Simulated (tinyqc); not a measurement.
Worked calculation: standing waves and exposure in a photoresist film. Values are carried at full precision from step to step, so a last printed digit may differ when a step is redone from the rounded ones.

Normal incidence from air. Unexposed resist: N1 = n1 + i k1 with k1 = (A + B) lam/(4 pi), lam in micrometres. r01 = (1 - N1)/(1 + N1), t01 = 2/(1 + N1). Below the resist lie the layer Na = na + i ka and the substrate Ns = ns + i ks: r12 = (r1a + ras x)/(1 + r1a ras x), x = exp(4 pi i Na da/lam), r1a = (N1 - Na)/(N1 + Na), ras = (Na - Ns)/(Na + Ns). With p = exp(2 pi i N1 d/lam), the field at depth z is E(z) = t01 [exp(2 pi i N1 z/lam) + r12 p^2 exp(-2 pi i N1 z/lam)]/(1 + r01 r12 p^2), the relative intensity I(z) = n1 |E(z)|^2 and the reflectance R = |(r01 + r12 p^2)/(1 + r01 r12 p^2)|^2.

Parameters, chosen for this exercise (a resist on Si, indices near tabulated ones; shifted at random, so the results belong to these values and not to a real crystal): lam = 248 nm (vacuum wavelength); n1 = 1.756 (resist index); A = 0.04 1/micrometre (bleachable absorption (Dill A)); B = 0.83 1/micrometre (fixed absorption (Dill B)); d = 458 nm (resist thickness); ns = 1.566 (substrate n); ks = 3.477 (substrate k); na = 1.851 (n of the bottom antireflection layer); ka = 0.354 (its k); da = 81 nm (its thickness); C = 0.035 cm^2/mJ (exposure rate (Dill C)); D = 80 mJ/cm^2 (incident dose); Ld = 30 nm (diffusion length of the post-exposure bake).

## Interface coefficients

Form N1, r01, t01 and r12.

N1 = 1.75600+0.01717i
r01 = -0.2743-0.0045i
t01 = 0.7257-0.0045i
r12 = 0.0417-0.2134i
|r12|^2 = 0.0473

Next to the bottom the intensity swings by a factor ((1 + |r12|)/(1 - |r12|))^2 = 2.42 between antinode and node; without the layer |r12|^2 would be 0.5165.

## Round trip and reflectance

Form p^2, the denominator and R; the period of the standing wave is lam/(2 n1).

p^2 = -0.6687+0.0595i
1 + r01 r12 p^2 = 1.0048-0.0398i
R = 0.1025
period = 70.62 nm

The film holds 6.49 periods.

## Intensity and exposure over the lowest period

Nine depths from d - period to d. Without bleaching during the exposure the share of unexposed compound is m = exp(-C D I).

Profile:
```
z (nm)      I      m
387.4   0.731  0.129
396.2   0.526  0.229
405.0   0.409  0.319
413.9   0.444  0.288
422.7   0.610  0.181
431.5   0.806  0.105
440.3   0.914  0.077
449.2   0.869  0.088
458.0   0.694  0.143
```

I runs from 0.409 to 0.914 on these points, so m runs from 0.077 to 0.319; the least exposed point listed lies 53.0 nm above the bottom.

## Smoothing by the bake

Gaussian diffusion of length Ld multiplies a cosine of period L by exp(-2 pi^2 Ld^2/L^2). Give that factor, and the Ld that leaves 10 %.

factor = 0.0284
Ld for 10 % = 24.12 nm

## Checks

- R against the transfer-matrix product: both 0.10246.

tinyqc: `OMP_NUM_THREADS=1 python tinyqc.py 1651781 1651782 out.jsonl`; about 0.01 s, one thread, shared Intel(R) Xeon(R) Processor @ 2.30GHz.
